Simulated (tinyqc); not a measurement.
# AlGaN/GaN HEMT with access regions, lumped model: effects of single changes

A polarisation-induced electron sheet under a Schottky gate, in series with two ungated access regions and contacts. Drift law v = mu E/(1 + mu E/vs) under the gate. Currents in mA/mm, resistances in ohm mm. No self-heating, no channel-length modulation; fits for polarisation, barrier and offset are chosen for the exercise.

Parameters, values chosen for the exercise; values close to those of AlGaN/GaN structures: aluminium share of the barrier x = 0.34; barrier thickness d = 15 nm; relative permittivity of barrier and channel eps_r = 9.1; channel mobility mu = 1200 cm^2/(V s); saturation velocity vs = 1.2e7 cm/s; gate length Lg = 0.25 um; source access length Ls = 2 um; drain access length Ld = 12 um; resistance of each contact Rc = 0.44 ohm mm; share of the drain-access electrons removed by traps ft = 0.15; gate voltage Vg = 0 V; critical field Ec = 2.7 MV/cm; depth over which the depleted charge spreads te = 0.19 um; insulator under the field plate tf = 300 nm; relative permittivity of that insulator ei = 3.9.

Constants: q = 1.602176634e-19 C, eps0 = 8.8541878128e-14 F/cm where lengths are in cm. Results are converted to the units shown.

Each table varies one quantity; the others keep the values above.

## Field plate: effect of the aluminium share of the barrier

sigma = (5e13 x + 1.6e13 x^2) cm^-2, phiB = 0.84 + 1.3 x, dEc = 0.7 (1.71 x + x^2) in volts, Cb = eps0 eps_r/d, VT = phiB - dEc - q sigma/Cb, access density n0 = -Cb VT/q. Off state: a depleted stretch that holds the voltage V has the peak field sqrt(k V), k = 2 q n0/(eps0 eps_r te), so one edge holds V1 = Ec^2/k. The sheet under the plate pinches off at Vf = q n0 (1/Cb + tf/(eps0 ei)); beyond it the gate edge is screened. BV = V1 if Vf >= V1, else Vf + V1, and at most Ec Ld.

The same in every row: Ec Ld (V) = 3240.

Results:
```
x     Vf (V)  V1 (V)  BV (V)
0.14   63.91   77.48   141.4
0.18   95.49   51.86   51.86
0.26   161.1   30.73   30.73
0.3    195.2   25.36   25.36
0.34   230.1   21.52   21.52
0.38   265.9   18.62   18.62
```

Estimate the missing row, x = 0.22.

Computed row:
```
x     Vf (V)  V1 (V)  BV (V)
0.22   127.9   38.72   38.72
```

With this row back in the table: BV falls from 141 to 18.6 V. The plate helps (Vf < V1) in 1 of the 7 rows, and the access length caps BV in 0. More sheet charge lowers Ron but steepens the field, so V1 falls.

## Effect of the barrier thickness

Access resistance R(L, n) = L/(q mu n sqrt(1 - (I/(q n vs))^2)); Rs = Rc + R(Ls, n0), Rd = Rc + R(Ld, (1 - ft) n0). Vg' = Vg - I Rs, Vd' = Vd - I (Rs + Rd); with u = Vg' - VT, Vc = vs Lg/mu and w the smaller of Vd' and Vc [sqrt(1 + 2 u/Vc) - 1] (0 if negative), the channel gives (mu Cb/Lg)(u w - w^2/2)/(1 + w/Vc). I equals that channel current. Isat is I at Vd = 10 V, gm = dIsat/dVg, Ron the limit of Vd/I at small Vd.

Results:
```
d (nm)  VT (V)  n0 (cm^-2)  Ron (ohm mm)  Isat (mA/mm)  gm (mS/mm)
8       -2.204    1.386e13         7.023         794.2       401.4
11      -3.329    1.522e13         6.474          1097       357.7
14      -4.453    1.600e13         6.202          1326       194.4
18      -5.953    1.663e13         5.999          1416       34.03
22      -7.452    1.703e13         5.878          1457       17.38
33      -11.57    1.764e13         5.706          1512       7.002
```

Estimate the missing row, d = 27 nm.

Computed row:
```
d (nm)  VT (V)  n0 (cm^-2)  Ron (ohm mm)  Isat (mA/mm)  gm (mS/mm)
27      -9.326    1.737e13         5.781          1488       10.48
```

With this row back in the table: As d goes from 8 to 33 nm, Ron falls from 7.02 to 5.71 ohm mm, Isat rises from 794 to 1510 mA/mm and gm falls from 401 to 7.00 mS/mm. VT falls from -2.20 to -11.6 V. In every row the power passes 5 W/mm, where self-heating, left out here, lowers the current. At d = 33 nm the barrier is thick and rich enough in aluminium to relax or crack. For d = 14 to 33 nm the gated channel is not yet saturated at 10 V, because the access regions take the voltage, and gm drops.

## Effect of the aluminium share of the barrier

Same model as above.

Results:
```
x     VT (V)  n0 (cm^-2)  Ron (ohm mm)  Isat (mA/mm)  gm (mS/mm)
0.12  -1.016    3.407e12         25.87         135.4       155.1
0.17  -1.836    6.155e12         14.71         349.7       213.9
0.22  -2.683    8.996e12         10.34         616.7       251.9
0.27  -3.558    1.193e13         8.017         921.4       278.9
0.37  -5.389    1.807e13         5.592          1516       57.27
0.42  -6.346    2.128e13         4.881          1766       35.39
```

Estimate the missing row, x = 0.32.

Computed row:
```
x     VT (V)  n0 (cm^-2)  Ron (ohm mm)  Isat (mA/mm)  gm (mS/mm)
0.32  -4.460    1.495e13         6.574          1249       167.7
```

With this row back in the table: As x goes from 0.12 to 0.42, Ron falls from 25.9 to 4.88 ohm mm, Isat rises from 135 to 1770 mA/mm and gm goes from 155 through a maximum of 279 (at x = 0.27 among the rows listed) to 35.4 mS/mm. VT falls from -1.02 to -6.35 V. For x = 0.22 to 0.42 the power passes 5 W/mm, where self-heating, left out here, lowers the current. For x = 0.32 to 0.42 the gated channel is not yet saturated at 10 V, because the access regions take the voltage, and gm drops.

Numbers from tinyqc (`OMP_NUM_THREADS=1 python tinyqc.py 2570147 2570148 out.jsonl`; about 0.02 s on one thread of a shared Intel Xeon 2.30GHz).
